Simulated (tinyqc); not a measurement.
# Resistance of a circular point contact between the ballistic and the diffusive limit: two studies

Two half-spaces of a free-electron metal (one valley, spin 2) meet through a circular opening of radius a in an insulating sheet.

Inputs (values chosen for the exercise): free-electron density n = 1.2e20 cm^-3; mean free path l = 3.6 nm; radius of the opening a = 7.9 nm.

Constants: q = 1.602176634e-19 C, hbar = 1.054571817e-34 J s. Results are converted to the units shown.

Each table varies one quantity; the others keep the values above.

## Effect of the radius

kF = (3 pi^2 n)^(1/3), resistivity rho = hbar kF/(n q^2 l). Maxwell: RM = rho/(2 a); Sharvin: RS = 4 rho l/(3 pi a^2); interpolation R = RS + gamma RM, gamma = (1 + 0.83 K)/(1 + 1.33 K), K = l/a.

Effect of the radius:

| a (nm) | K = l/a | RM (ohm) | RS (ohm) | R (ohm) |
|---|---|---|---|---|
| 3.5 | 1.029 | 2073 | 1810 | 3433 |
| 5.1 | 0.7059 | 1423 | 852.4 | 2016 |
| 7.4 | 0.4865 | 980.5 | 404.9 | 1241 |
| 11 | 0.3273 | 659.6 | 183.2 | 767.6 |
| 16 | 0.2250 | 453.5 | 86.61 | 500.8 |
| 23 | 0.1565 | 315.5 | 41.91 | 336.9 |
| 34 | 0.1059 | 213.4 | 19.18 | 222.7 |
| 50 | 0.07200 | 145.1 | 8.869 | 149.2 |
| 73 | 0.04932 | 99.39 | 4.161 | 101.3 |
| 110 | 0.03273 | 65.96 | 1.832 | 66.76 |

Read the table: what changes, and by how much?

R falls from 3430 to 66.8 ohm, as a^(-1.41) between the first two rows and a^(-1.02) between the last two (Sharvin -2, Maxwell -1). RM equals RS at a = 8 l/(3 pi) = 3.06 nm. In 2 of the 10 rows kF a is below 10, where the smooth Sharvin count is off by about 2/(kF a), a fifth or more.

## Effect of the mean free path

Same model as above.

The same in every row: RS (ohm) = 355.3.

Result of one run:

| l (nm) | K = l/a | RM (ohm) | R (ohm) |
|---|---|---|---|
| 30 | 3.797 | 110.2 | 430.9 |

What becomes of these results when the mean free path l is changed from 30 to 0.97 nm, all else the same?

Result of the changed run:

| l (nm) | K = l/a | RM (ohm) | R (ohm) |
|---|---|---|---|
| 0.97 | 0.1228 | 3409 | 3584 |

The whole series:

| l (nm) | K = l/a | RM (ohm) | R (ohm) |
|---|---|---|---|
| 0.41 | 0.05190 | 8064 | 8224 |
| 0.97 | 0.1228 | 3409 | 3584 |
| 2.3 | 0.2911 | 1438 | 1642 |
| 5.4 | 0.6835 | 612.3 | 857.9 |
| 13 | 1.646 | 254.3 | 544.0 |
| 30 | 3.797 | 110.2 | 430.9 |
| 71 | 8.987 | 46.57 | 385.7 |
| 170 | 21.52 | 19.45 | 367.6 |

R falls from 8220 to 368 ohm. RS stays at 355 ohm, since rho l depends on n alone, and R is 3.5 % above it in the last row: a cleaner metal cannot lower R below the Sharvin value.

Computed by the program tinyqc: `OMP_NUM_THREADS=1 python tinyqc.py 2760101 2760102 out.jsonl`, one thread of a shared Intel Xeon 2.30GHz, about 0.01 s for the whole run.
